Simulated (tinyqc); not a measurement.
Round or elliptic silicon nanowire with anisotropic valleys (Ritz method): one step. Stretching the ellipse. Three cases, with inputs chosen for the exercise.

Problem. Scaling y by 1/sqrt(w_y) and z by 1/sqrt(w_z) makes the mass 1 and the semi-axes A = a/sqrt(w_y), B = b/sqrt(w_z). List them with the one-function estimate 3c (1/A^2 + 1/B^2) and the slender limit c (pi/2s)^2 (1 + 2s/(pi l)), s and l the smaller and larger of A, B; c = hbar^2/2m0.

Wire along x = [100] on a (001) wafer, y = [010], z = [001]. Valley groups, two valleys each (w = inverse masses): A, axis along z: w_y = 1/mt, w_z = 1/ml, m_x = mt; B, axis along y: w_y = 1/ml, w_z = 1/mt, m_x = mt; C, axis along x: w_y = w_z = 1/mt, m_x = ml.

Constants: hbar^2/2m0 = 3.80998211 eV angstrom^2.

Give: Groups.

Case 1.

Values chosen (near those of a Si nanowire; not measured data): ml = 0.921 m0 (longitudinal mass); mt = 0.186 m0 (transverse mass); a = 14 angstrom (semi-axis along y); b = 25 angstrom (semi-axis along z).

Solution.

Groups:
```
group  g      A      B  axis ratio  one function (eV)  slender limit (eV)
A      2   6.04  23.99       3.974             0.3334              0.2992
B      2  13.44  10.78       1.246             0.1616              0.1222
C      2   6.04  10.78       1.786             0.4118              0.3498
```

Case 2.

Values chosen (near those of a Si nanowire; not measured data): ml = 0.902 m0 (longitudinal mass); mt = 0.187 m0 (transverse mass); a = 28 angstrom (semi-axis along y); b = 28 angstrom (semi-axis along z).

Solution.

Groups:
```
group  g      A      B  axis ratio  one function (eV)  slender limit (eV)
A      2  12.11  26.59       2.196             0.0941              0.0827
B      2  26.59  12.11       2.196             0.0941              0.0827
C      2  12.11  12.11       1.000             0.1559              0.1049
```

Case 3.

Values chosen (near those of a Si nanowire; not measured data): ml = 0.926 m0 (longitudinal mass); mt = 0.188 m0 (transverse mass); a = 36 angstrom (semi-axis along y); b = 41 angstrom (semi-axis along z).

Solution.

Groups:
```
group  g      A      B  axis ratio  one function (eV)  slender limit (eV)
A      2  15.61  39.45       2.528             0.0543              0.0483
B      2  34.64  17.78       1.949             0.0457              0.0395
C      2  15.61  17.78       1.139             0.0831              0.0602
```

The one-function value suits axis ratios near 1 and the slender limit ratios well above 2.

Computed by tinyqc, one run a case: `OMP_NUM_THREADS=1 python tinyqc.py N N+1 out.jsonl` with N = 1281238, 1281916, 1281985; one thread of a shared Intel(R) Xeon(R) Processor @ 2.30GHz, about 0.07 s a run at most.
